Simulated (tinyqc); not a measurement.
Inside a calculation. Method: Hubbard ring of 4 sites. One step of it, computed by the program tinyqc.

Problem. Mean-field iteration 2. H(up) = T + U n(down), H(down) = T + U n(up); fill the lowest levels; n(new) = n + mixing (n(out) - n); E = tr T (rho up + rho down) + U sum n_up n_down of the output.

one-body matrix (hopping and site energies) (eV), lower triangle:
```
           1          2          3         4
1   0.000000
2  -1.540000   0.000000
3   0.000000  -1.540000   0.000000
4  -1.540000   0.000000  -1.540000  0.000000
```

U = 1.100000 eV

electrons, up and down: 2  1

mixing = 0.200000

n(up) after iteration 1: 1 0.794887, 2 0.205113, 3 0.794887, 4 0.205113

n(down) after iteration 1: 1 0.044673, 2 0.495327, 3 0.044673, 4 0.495327

Give: levels, up; levels, down; energy; n(up) after iteration 2; n(down) after iteration 2.

Solution.

levels, up (eV): -2.7930  0.0491  0.5449  3.3870

levels, down (eV): -2.5470  0.2256  0.8744  3.6470

energy = -5.6142 eV

n(up) after iteration 2: 1 0.7899, 2 0.2101, 3 0.7899, 4 0.2101

n(down) after iteration 2: 1 0.0805, 2 0.4515, 3 0.0805, 4 0.4515
